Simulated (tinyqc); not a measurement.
Double-gate transistor below threshold, two-dimensional Poisson equation on a small mesh: course of the iteration: over-relaxation sweep (omega = 1.5).

Half of a symmetric double-gate structure: row 0 is the mid-plane of the body, where the normal field vanishes. Mobile charge is neglected (subthreshold), the body is fully depleted, and potentials are counted from the intrinsic level; rows run upward to the gate, columns from source to drain.

Mesh: rows i = 0..3 in the semiconductor (step hs = tb/3, row 3 on the interface), then 2 step(s) ho = tox/2 up to the gate row 5; columns j = 0..7 (step hy = L/7). Box integration, divided by eps0: up_i = eps hy/h of the interval above row i, dn_i = that of the interval below (0 for row 0), lat_i = (sum of eps h/2 over the intervals above and below)/hy, s_i = -q Na w_i hy/eps0 with w_i the semiconductor height of the box (hs/2 for row 0 and the interface row, hs between, 0 in the insulator). Each free node obeys (up + dn + 2 lat) psi = up psi(above) + dn psi(below) + lat [psi(left) + psi(right)] + s.

Free nodes: rows 0..4, columns 1..6, taken row by row from row 0, left to right. t = (up psi(above) + dn psi(below) + lat [psi(left) + psi(right)] + s)/(up + dn + 2 lat), with the newest neighbours; psi(new) = psi + 1.5 (t - psi).

Stop when the largest change of psi is below 1e-7 V, or after 400 iterations. Fixed values: gate row Vg - Vfb; column 0 at Vbi and the last column at Vbi + Vd in the semiconductor, each running linearly to Vg - Vfb across the insulator.

Values chosen for this exercise; semiconductor permittivity close to that of In0.53Ga0.47As: relative permittivity of the semiconductor eps_r = 14.1; relative permittivity of the insulator eox = 7.5; half the body thickness tb = 6 nm; insulator thickness tox = 1.5 nm; channel length L = 35 nm; acceptor density of the depleted body Na = 0 cm^-3; potential of the source Vbi = 0.47 V; gate offset Vfb = 0.13 V; gate voltage Vg = -0.1 V; drain voltage Vd = 0.5 V.

Constants: q = 1.602176634e-19 C, eps0 = 8.8541878128e-14 F/cm where lengths are in cm. Results are converted to the units shown.

psi at the start (fixed values on the edges, free nodes linear between source and drain columns) (V):
```
,j=0,j=1,j=2,j=3,j=4,j=5,j=6,j=7
row 0,0.470000,0.541429,0.612857,0.684286,0.755714,0.827143,0.898571,0.970000
row 1,0.470000,0.541429,0.612857,0.684286,0.755714,0.827143,0.898571,0.970000
row 2,0.470000,0.541429,0.612857,0.684286,0.755714,0.827143,0.898571,0.970000
row 3,0.470000,0.541429,0.612857,0.684286,0.755714,0.827143,0.898571,0.970000
row 4,0.120000,0.155714,0.191429,0.227143,0.262857,0.298571,0.334286,0.370000
row 5,-0.230000,-0.230000,-0.230000,-0.230000,-0.230000,-0.230000,-0.230000,-0.230000
```

```
row,up,dn,lat,s (V)
0,35.25,0,2.82,0
1,35.25,35.25,5.64,0
2,35.25,35.25,5.64,0
3,50,35.25,3.38250,0
4,50,50,1.125,0
```

Course of the iteration:
```
iteration,"psi at row 0, j = 3 (V)",largest |change| of one entry (V)
1,0.684286,0.485
2,0.684286,0.347
3,0.684286,0.249
4,0.400669,0.356
5,0.164123,0.283
6,0.0587987,0.122
7,-0.0119433,0.0783
8,-0.0672690,0.0553
9,-0.0997609,0.0325
...,...,...
19,-0.127234,2.75e-5
20,-0.127218,1.60e-5
21,-0.127212,6.09e-6
22,-0.127210,3.47e-6
23,-0.127208,1.46e-6
24,-0.127208,7.43e-7
25,-0.127208,5.25e-7
26,-0.127207,1.64e-7
27,-0.127207,8.39e-8
```

Did this iteration meet its convergence test, and what does its course show?

Yes. Converged in 27 iterations. The changes do not fall evenly; from iteration 22 to 27 they shrink by a factor of 2.1 a step on average.

Computed by the program tinyqc: `OMP_NUM_THREADS=1 python tinyqc.py 2480037 2480038 out.jsonl`, one thread of a shared Intel Xeon 2.30GHz, about 0.09 s for the whole run.
